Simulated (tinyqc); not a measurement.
Inside a calculation. Method: plane-wave Kohn-Sham cycle with exchange-only LDA in a layered model solid. One step of it, computed by the program tinyqc.

Problem. Iteration 1: Hamiltonian at one k. H(m,m') = (k + G_m)^2/2 delta + V(G_m - G_m'), with V(-G) = V(G).

A solid whose potential varies along x alone (atomic units):
```
parameter                      value
period a                   17.900000
cross-section of the cell  32.000000
electrons per cell                 2
grid points                       16
plane waves -n..n, n               2
k points                           1
V1 in V1 cos(2 pi x/a)     -0.790000
V2 in V2 cos(4 pi x/a)      0.110000
```

V(G_m), m = 0, 1, 2, ... (hartree): -0.149394  -0.395000  0.055000  0.000000  0.000000

k = 0.000000 2 pi / a

Give: H.

Solution.

H (hartree):
```
         -2       -1       +0       +1       +2
-2   0.0970  -0.3950   0.0550   0.0000   0.0000
-1  -0.3950  -0.0878  -0.3950   0.0550   0.0000
+0   0.0550  -0.3950  -0.1494  -0.3950   0.0550
+1   0.0000   0.0550  -0.3950  -0.0878  -0.3950
+2   0.0000   0.0000   0.0550  -0.3950   0.0970
```
